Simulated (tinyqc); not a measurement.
Hole doping of the spin-split valence bands: two-band massive Dirac model of the K valleys.

Basis (conduction, valence): H = [[D/2, a t (tau kx - i ky)], [a t (tau kx + i ky), -D/2 + lam tau sz]], valley tau = +/-1, spin sz = +/-1. The gap of a spin and valley is G = D - lam tau sz. Berry curvature Omega = curl of i<u|grad u>; for the conduction band Omega_c = -tau 2 a^2 t^2 G/(G^2 + 4 a^2 t^2 k^2)^(3/2), and Omega_v = -Omega_c.

Parameters, chosen for this exercise (near those used for monolayer WS2; not measured data):

| symbol | value | unit | meaning |
|---|---|---|---|
| a | 3.202 | angstrom | lattice constant |
| D | 1.86 | eV | gap parameter |
| t | 1.33 | eV | effective hopping |
| lam | 0.225 | eV | half the valence spin splitting |

The Fermi level lies E below the top of the valence band. kF for the upper and lower band of valley +1 from the two-band energy; each flavour holds kF^2/(4 pi) holes per area and both valleys count. Spin polarisation within one valley; Berry flux removed from valley +1, the sum of (1 - cos(theta_F))/2 with cos(theta_F) = G/sqrt(G^2 + 4 a^2 t^2 kF^2), in units of 2 pi.

Holes:

| E (meV) | kF upper (1/angstrom) | kF lower | p (1e12/cm^2) | spin polarisation in a valley | flux/2 pi |
|---|---|---|---|---|---|
| 56.2 | 0.0724 | 0.0000 | 8.35 | 1.000 | 0.0322 |
| 112.5 | 0.1041 | 0.0000 | 17.25 | 1.000 | 0.0605 |
| 225.0 | 0.1519 | 0.0000 | 36.73 | 1.000 | 0.1079 |
| 337.5 | 0.1916 | 0.0000 | 58.42 | 1.000 | 0.1461 |
| 427.5 | 0.2205 | 0.0000 | 77.38 | 1.000 | 0.1717 |
| 495.0 | 0.2411 | 0.0727 | 100.94 | 0.833 | 0.2093 |
| 675.0 | 0.2932 | 0.1693 | 182.44 | 0.500 | 0.3149 |
| 900.0 | 0.3547 | 0.2508 | 300.32 | 0.333 | 0.4128 |

Up to E = 2 lam = 450 meV, a density of 82.3e12/cm^2, only the upper band of this model is emptied and each valley is fully spin-polarised, oppositely in the two. Beyond it the polarisation falls, to 0.33 in the last row. The flux, times e^2/h, is in size the change of the Hall conductivity of one valley; the other valley cancels it in the charge current. Rows with kF above about 0.2 1/angstrom lie beyond the range of the model, and in real layers the valley at Gamma, close below in MoS2 and WS2, can take holes as well.

tinyqc: `OMP_NUM_THREADS=1 python tinyqc.py 1451576 1451577 out.jsonl`; about 0.01 s, one thread, shared Intel(R) Xeon(R) Processor @ 2.30GHz.
